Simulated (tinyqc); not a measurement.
Short-channel transistor, virtual-source model with series resistance: one step of the calculation.

The current per gate width is the charge at the top of the source barrier (the virtual source) times its velocity times a saturation function; al and be are fitting constants of the model. Units: I in uA/um, Rs in ohm um, so I Rs = 1e-6 I Rs in volts; Q in uC/cm^2, so I = 1e-4 Q vx0 Fsat with vx0 in cm/s.

Task. Current through the series resistance. Intrinsic voltages Vg' = Vgs - I Rs, Vd' = Vds - 2 I Rs. n = n0 + nd Vd', VT = VT0 - dl Vd', Ff = 1/(1 + exp((Vg' - VT + al Vt/2)/(al Vt))), Q = Cinv n Vt ln(1 + exp((Vg' - VT + al Vt Ff)/(n Vt))), Vdsat = (vx0 L/mu)(1 - Ff) + Vt Ff, Fsat = u/(1 + u^be)^(1/be) with u = Vd'/Vdsat, and I(out) = Q vx0 Fsat per width. (Fsat takes the sign of u.) I(new) = I + 0.3 (I(out) - I).

Inputs (values chosen for the exercise):
- T = 293 K (temperature)
- Cinv = 1.1 uF/cm^2 (inversion capacitance)
- vx0 = 1.01e7 cm/s (velocity at the virtual source)
- mu = 840 cm^2/(V s) (apparent mobility)
- L = 32 nm (channel length)
- VT0 = 0.36 V (threshold at zero drain voltage)
- dl = 0.072 V/V (drain-induced barrier lowering)
- n0 = 1.38 (subthreshold factor)
- nd = 0.1 1/V (growth of n with drain voltage)
- al = 3.5 (threshold shift (in units of Vt) from weak to strong inversion)
- be = 1.8 (sharpness of saturation)
- Rs = 30 ohm um (series resistance of each contact)
- Vgs = 1 V (gate voltage)
- Vds = 1 V (drain voltage)

Constants: q = 1.602176634e-19 C, kB = 1.380649e-23 J/K, Vt = kB T/q. Results are converted to the units shown.

I at the start = 0 uA/um

Give: Vg'; Vd'; VT; Ff; Q; Vdsat; Fsat; I(out); I after iteration 1.

Result.

Vg' = 1.000 V
Vd' = 1.000 V
VT = 0.2880 V
Ff = 1.922e-4
Q = 0.7832 uC/cm^2
Vdsat = 0.03847 V
Fsat = 0.9984
I(out) = 789.8 uA/um
I after iteration 1 = 236.9 uA/um

Computed by the program tinyqc: `OMP_NUM_THREADS=1 python tinyqc.py 2380078 2380079 out.jsonl`, one thread of a shared Intel Xeon 2.30GHz, about 0.01 s for the whole run.
